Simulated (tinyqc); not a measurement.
# One-sided p+-n junction, ionisation integral and breakdown: effects of single changes

A p+ layer at x < 0 and an n drift layer from x = 0. Depletion approximation, built-in voltage neglected. Local ionisation coefficients alpha_n = an exp(-(bn/E)^mx), alpha_p = ap exp(-(bp/E)^mx). Electrons move towards +x, holes towards x = 0.

Inputs (values chosen for the exercise); material values close to those of silicon:
- eps_r = 11.8 (relative permittivity)
- an = 6.71e5 1/cm (prefactor of the electron ionisation coefficient)
- bn = 1.21e6 V/cm (field constant for electrons)
- ap = 1.67e6 1/cm (prefactor of the hole ionisation coefficient)
- bp = 2.1e6 V/cm (field constant for holes)
- mx = 1 (exponent)
- mu = 1430 cm^2/(V s) (electron mobility of the drift layer)
- N = 2.2e15 cm^-3 (donor density of the drift layer)

Constants: q = 1.602176634e-19 C, eps0 = 8.8541878128e-14 F/cm where lengths are in cm. Results are converted to the units shown.

Each table varies one quantity; the others keep the values above.

## Multiplication against voltage

W = sqrt(2 eps0 eps_r V/(q N)), peak field E0 = q N W/(eps0 eps_r), falling linearly to 0 at W. G(x) = integral from 0 to x of (alpha_n - alpha_p); I_n = integral of alpha_n exp(-G) (electrons injected at x = 0), I_p = integral of alpha_p exp(G(end) - G) (holes injected at the far edge); M = 1/(1 - I). Integrals on a fine grid; BV is where I_n = 1. Here BV = 146.411 V; the Miller exponent is n = ln(1 - 1/M)/ln(V/BV).

Results:
```
V (V)	E0 (kV/cm)	I_n	I_p	M_n	M_p	Miller n, electrons	Miller n, holes
58.6	199	0.108	0.00220	1.12	1.00	2.43	6.68
73.2	222	0.233	0.00900	1.30	1.01	2.10	6.80
102	262	0.570	0.0721	2.33	1.08	1.55	7.27
117	281	0.744	0.181	3.90	1.22	1.32	7.62
126	292	0.835	0.307	6.06	1.44	1.20	7.86
135	302	0.915	0.518	11.8	2.07	1.09	8.11
141	308	0.962	0.732	26.3	3.73	1.03	8.29
144	312	0.984	0.870	60.8	7.70	0.999	8.38
```

Estimate the missing row, V = 87.8 V.

Computed row:
```
V (V)	E0 (kV/cm)	I_n	I_p	M_n	M_p	Miller n, electrons	Miller n, holes
87.8	243	0.397	0.0279	1.66	1.03	1.81	7.00
```

With this row back in the table: M_n rises from 1.121 to 60.8 and M_p from 1.002 to 7.70; both diverge at BV. The Miller exponent for electrons falls from 2.43 to 0.999 and that for holes rises from 6.68 to 8.38, so one exponent describes neither over the whole range. The larger multiplication belongs to electrons, whose coefficient at the peak field of the last row is 6.98 times the other.

## Effect of the drift doping

Same model as above.

Specific on-resistance Ron = W/(q mu N) with constant mobility and full ionisation.

Results:
```
N (cm^-3)	BV (V)	E0 at BV (kV/cm)	W at BV (um)	Ron (mohm cm^2)	BV^2/Ron (MW/cm^2)	eps0 eps_r mu E0^3/4 (MW/cm^2)
1.8e14	904	223	81.0	196	4.17	4.17
3.5e14	549	243	45.2	56.4	5.35	5.35
6.8e14	337	265	25.4	16.3	6.96	6.96
1.3e15	212	291	14.6	4.89	9.16	9.16
2.5e15	134	321	8.36	1.46	12.3	12.3
9.2e15	56.3	399	2.83	0.134	23.7	23.7
1.8e16	37.0	452	1.64	0.0397	34.5	34.5
```

Estimate the missing row, N = 4.8e15 cm^-3.

Computed row:
```
N (cm^-3)	BV (V)	E0 at BV (kV/cm)	W at BV (um)	Ron (mohm cm^2)	BV^2/Ron (MW/cm^2)	eps0 eps_r mu E0^3/4 (MW/cm^2)
4.8e15	86.1	356	4.84	0.440	16.9	16.9
```

With this row back in the table: BV falls from 904 to 37.0 V while the critical field rises from 223 to 452 kV/cm. BV goes as N^(-0.75) between the first two rows and N^(-0.63) between the last two (a coefficient proportional to E^7 gives -0.75 without punch-through). Ron goes as BV^(2.66) over the table; the last two columns agree since BV = E0 W/2 and N = eps0 eps_r E0/(q W).

Numbers from tinyqc (`OMP_NUM_THREADS=1 python tinyqc.py 2120001 2120002 out.jsonl`; about 0.04 s on one thread of a shared Intel Xeon 2.30GHz).
